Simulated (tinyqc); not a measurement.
Range and order of the fit: effective mass of the split-off band from tabulated energies.

c = hbar^2/2m0. A uniform scatter of up to 0.1 meV has been added to mimic numerical noise.
Constants: hbar^2/2m0 = 3.80998211 eV angstrom^2.

Energies along [110], from the band edge downward:
```
k (1/angstrom)    E (meV)
0.000000          0.00000
0.018000          4.68050
0.036000         19.26520
0.054000         43.86010
0.072000         79.39500
0.090000        126.58740
0.108000        186.74160
0.126000        260.32320
0.144000        347.52170
```

reference mass (curvature of the model at k = 0.0001 1/angstrom) = 0.260024 m0

Least-squares fits of E = a k^2 (+ b k^4 + d k^6) over points 1 to n, and the line y = c k^2/E against E; errors of m against the reference.

Results:
```
n  E at point n (meV)  one term (%)  two terms (%)  three terms (%)  line (%)  rms residual, one term (meV)
3                43.9         -2.36          -0.15             2.80      1.32                         0.160
4                79.4         -3.79          -0.24             0.00      0.84                         0.444
5               126.6         -5.37          -0.51            -0.05      0.48                         0.954
6               186.7         -7.17          -0.62            -0.33      0.18                         1.860
7               260.3         -8.98          -1.10            -0.12     -0.15                         3.092
8               347.5        -10.70          -1.95             0.09     -0.54                         4.568
```

What does the comparison show?

The error of the parabola goes from -2.36 to -10.70 % as the range widens, and at n = 8 its residual, 4.57 meV, is only 1.3 % of the top energy: a small residual does not vouch for the mass. Over the full range (n = 8) the best form is three terms (0.09 %); the line errs by +1.32 % at n = 3 and -0.54 % at n = 8. Many terms on few points amplify the scatter: three terms err by +2.8 % at n = 3 but by +0.1 % at n = 8.

Computed by tinyqc, a small Python program: `OMP_NUM_THREADS=1 python tinyqc.py 1850878 1850879 out.jsonl` (the numbers bound the seed that draws the inputs); one thread of a shared host (Intel(R) Xeon(R) Processor @ 2.30GHz), about 0.01 s for the whole set of steps.
